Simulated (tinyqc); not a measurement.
# Worked calculation: resistance of a source-drain extension with a graded tip

Computed by the program tinyqc: `OMP_NUM_THREADS=1 python tinyqc.py 2282173 2282174 out.jsonl`, one thread of a shared Intel Xeon 2.30GHz, about 0.04 s for the whole run. Printed values are rounded.

y runs along the channel, the gate covers y > 0. The doping is N0 for y < y0 and N0 10^(-(y - y0)/la) beyond, uniform over the depth xj. Sheet conductance s(y) = q mu(N) max(N - Nch, 0) xj + (for y > 0) ma Cox Vo, with mu(N) = u0 + (u1 - u0)/(1 + (N/Nr)^au) and Cox = eps0 eox/tox. Current is taken as one-dimensional; depletion of the tip, spreading and the contact are left out. The metallurgical junction lies at yj, where N = Nch.

Values chosen for this exercise; mobility law close to that of holes in silicon:
- eox = 3.9 (relative permittivity of the gate insulator (close to silicon dioxide))
- tox = 1.8 nm (insulator thickness)
- N0 = 2.9e20 cm^-3 (active doping of the extension far from the gate)
- la = 6.1 nm/decade (lateral abruptness)
- y0 = 1.1 nm (position under the gate where the fall begins (gate edge at 0))
- xj = 8 nm (depth of the extension)
- Nch = 4.3e17 cm^-3 (channel doping)
- Vo = 0.61 V (gate overdrive)
- ma = 44 cm^2/(V s) (mobility of the gate-induced layer)
- u1 = 470.5 cm^2/(V s) (mobility at low doping)
- u0 = 44.9 cm^2/(V s) (mobility at high doping)
- Nr = 2.23e17 cm^-3 (reference doping)
- au = 0.719 (exponent)
- Lg = 60 nm (gate length)

Constants: q = 1.602176634e-19 C, eps0 = 8.8541878128e-14 F/cm where lengths are in cm. Results are converted to the units shown.

## Sheet resistances and junction position

yj = y0 + la log10(N0/Nch); sheet resistance of the full extension 1/[q mu(N0)(N0 - Nch) xj] and of the gate-induced layer 1/(ma Cox Vo); metallurgical length Lg - 2 yj; ye is where the doped and the gate-induced conductances are equal.

yj = 18.3565 nm
sheet resistance of the extension = 569.133 ohm/square
sheet resistance of the induced layer = 19421.2 ohm/square
metallurgical length = 23.2871 nm
ye = 11.7826 nm
N at ye = 5.14218e18 cm^-3

The gate takes over 6.57 nm before the junction, where N is still 12.0 times the channel doping.

## Resistance of the overlapped part

Midpoint rule on 8 equal steps from 0 to yj: R_ov = sum h/s(y), per width.

```
point   y (nm)   N (cm^-3)  doped conductance (uS)  sheet resistance (ohm/square)
0      1.14728  2.84870e20                 1727.08                        562.251
1      3.44184  1.19809e20                 757.179                        1236.60
2      5.73640  5.03887e19                 341.731                        2543.10
3      8.03096  2.11922e19                 160.778                        4711.03
4      10.3255  8.91289e18                 79.3062                        7645.48
5      12.6201  3.74853e18                 40.1326                        10914.3
6      14.9146  1.57654e18                 18.9090                        14204.7
7      17.2092  6.63051e17                 5.32768                        17600.1
```

R_ov = 136.34 ohm um

The exact integral is 136.77 ohm um; the coarse sum is 0.32 % below it.
